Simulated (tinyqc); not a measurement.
# Leakage through a gate insulator: direct, Fowler-Nordheim, trap-assisted and Poole-Frenkel currents, step by step

A worked calculation. Computed by tinyqc, a small Python program that keeps every step. Command: `OMP_NUM_THREADS=1 python tinyqc.py 3021902 3021903 out.jsonl oxideleak walk`. One thread of a shared host (Intel(R) Xeon(R) Processor @ 2.30GHz), about 0.01 s of CPU time with the checks. Intermediate numbers are printed to about 5 digits and carried at full precision; extremes and crossings named in words are read from the listed rows.

Electrons enter from the cathode Fermi level at x = 0; the conduction band of the insulator lies phi_b - e F x above it, F = V/t. WKB exponents use a parabolic band with mass m.

Inputs (values chosen for the exercise, with an insulator like SiO2):
```
quantity                          value   unit
thickness t                         2.1     nm
barrier phi_b                      3.19     eV
tunnelling mass m                  0.39    m_0
static constant eps_ox             3.97      -
optical constant eps_opt           2.06      -
voltage across the insulator V      0.9      V
trap depth phi_t                    2.2     eV
trap density N_t                2.6e+18  cm^-3
attempt rate nu_0                 1e+13    1/s
activation of capture E_a          0.24     eV
temperature T                       400      K
```

Constants: hbar^2/(2 m_0) = 3.80998212 eV angstrom^2; e = 1.602176634e-19 C; hbar = 1.054571817e-34 J s; k_B = 8.617333262e-05 eV/K; eps_0 = 8.8541878128e-12 F/m.

## Field and tunnelling without traps

For a level a distance phi(x) below the band, the WKB exponent is 2 int kappa dx with kappa = sqrt(m phi/(hbar^2/2m_0)); for a linear barrier from phi_1 down to phi_2 = max(phi_1 - e F d, 0) it is G = (4/3) sqrt(m/(hbar^2/2m_0)) (phi_1^(3/2) - phi_2^(3/2))/(e F). J_tun = e^3 F^2/(16 pi^2 hbar m phi_b) x exp(-G) / [1 - sqrt(phi_2/phi_b)]^2 with the free-electron mass in the cathode (m in m_0), phi_2 = max(phi_b - e V, 0): direct tunnelling for e V < phi_b, Fowler-Nordheim above. Image forces, back-flow and the limit on supply are left out, so J_tun is overstated below about 0.5 V. Equivalent oxide thickness = 3.9 t/eps_ox.

field F = 4.2857 MV/cm

equivalent oxide thickness = 2.0630 nm

WKB exponent G = 22.218

tunnelling current J_tun = 0.21884 A/cm^2

The barrier is a trapezoid: direct tunnelling.

## One trap at several depths

A trap at depth x lies phi_t below the band. Capture: tunnel at the cathode Fermi level from 0 to x (G_in from phi_1 = phi_b), rate nu_0 exp(-G_in - E_c/k_B T) with E_c = E_a + max(phi_b - phi_t - e F x, 0), the last term being the height of the trap above the cathode Fermi level. Emission: tunnel from the trap level to the anode (G_out from phi_1 = phi_t over t - x), rate nu_0 exp(-G_out - E_a/k_B T). Re-emission to the cathode follows from detailed balance, rate_back = rate_in exp(dE/k_B T) with dE = phi_b - phi_t - e F x. Each trap passes R = rate_in rate_out/(rate_in + rate_back + rate_out) electrons per second; filling from the anode is left out. Depths: t times 0.08, 0.2, 0.32, 0.44, 0.56, 0.68, 0.8 and 0.92, rounded to 0.01 nm.

Rates:
```
x (nm)    G_in   G_out  E_c (eV)  rate in (1/s)  rate back (1/s)  rate out (1/s)     R (1/s)
0.17     1.932  16.469    1.1571       0.003817       1.3715e+09      6.6633e+02  1.8544e-09
0.42     4.732  14.559    1.0500       0.005196       8.3404e+07      4.5019e+03  2.8043e-07
0.67     7.482  12.578    0.9429       0.007431       5.3290e+06      3.2637e+04  4.5232e-05
0.92    10.182  10.529    0.8357       0.011176       3.5805e+05      2.5326e+05  4.6300e-03
1.18    12.936   8.328    0.7243       0.018040       2.2801e+04      2.2874e+06  1.7861e-02
1.43    15.531   6.147    0.6171       0.030154       1.7027e+03      2.0260e+07  3.0152e-02
1.68    18.072   3.904    0.5100       0.053168       1.3412e+02      1.9092e+08  5.3168e-02
1.93    20.559   1.600    0.4029       0.099002       1.1157e+01      1.9109e+09  9.9002e-02
```

The most effective of these traps sits at 1.93 nm, 92 % of the way; where rate back exceeds rate out, re-emission drains the trap, and elsewhere the slower forward step limits R.

## Trap-assisted current

J_TAT = e N_t int_0^t R dx by the midpoint rule on 400 intervals; the most effective depth is the midpoint with the largest R, rounded to 0.01 nm.

trap-assisted current J_TAT = 2.4572e-09 A/cm^2

most effective depth = 2.1 nm

## Poole-Frenkel bound

Poole-Frenkel emission over the lowered barrier of a charged trap: lowering sqrt(e F/(pi eps_opt eps_0)); J_PF = e N_t^(2/3) nu_0 exp(-(phi_t - lowering)/k_B T), one sheet of traps emitting with supply unlimited (an upper bound).

barrier lowering = 1.0947 eV

Poole-Frenkel bound J_PF = 3.5879e-08 A/cm^2

Caution: the film is too thin for the Poole-Frenkel picture (the lowering is a large part of the whole drop, or the traps are further apart than the film is thick), so J_PF is only nominal.

## Total without and with traps

J = J_tun + J_TAT (the Poole-Frenkel bound is not added); the ratio J/J_tun is the excess that stress-made traps add.

total current J = 0.21884 A/cm^2

J/J_tun = 1.0000

## Against voltage

The formulas are those given above.

Currents:
```
V (V)  F (MV/cm)  J_tun (A/cm^2)  J_TAT (A/cm^2)  best depth (nm)
0.25       1.190          0.0668      1.2501e-14             0.97
0.51       2.429          0.1063      7.0104e-13             1.02
0.77       3.667          0.1714      1.0567e-10             2.10
1.02       4.857          0.2751      5.5753e-08             2.04
1.28       6.095          0.4567      3.6040e-06             1.62
1.54       7.333          0.7717      5.3446e-05             1.35
1.80       8.571          1.3299      3.5813e-04             1.16
2.05       9.762          2.2925      1.2543e-03             1.02
2.31      11.000          4.1429      2.8347e-03             0.94
```

Tunnelling without traps rules in every row. Over the range J_tun grows by 1.8 decades and J_TAT by 11.4. The highest rows may lie beyond breakdown. Below about 0.5 V the formula for J_tun, which has no back-flow, overstates the current.

## Against thickness at fixed field

The formulas are those given above.

Currents:
```
t (nm)   V (V)  J_tun (A/cm^2)  J_TAT (A/cm^2)
1.2     0.5143      6.2784e+03      3.0006e-10
1.6     0.6857      5.5653e+01      7.3577e-10
2.2     0.9429      7.5406e-02      3.1839e-09
3.0     1.2857      2.3650e-05      5.2900e-09
4.0     1.7143      2.9321e-09      4.5563e-09
5.5     2.3571      4.3108e-14      8.9941e-10
7.5     3.2143      5.3402e-18      5.1219e-12
10.0    4.2857      5.3402e-18      2.8220e-12
```

Between the first rows J_tun falls by 5.13 decades per nm. From t = phi_b/(e F) = 7.44 nm it stops changing, since a triangular barrier does not feel the thickness. J_TAT overtakes J_tun between 3 and 4 nm.

Checks made by the program: the WKB exponent by quadrature (relative difference below 1e-10); the integral with twice the points (relative difference 6e-06).
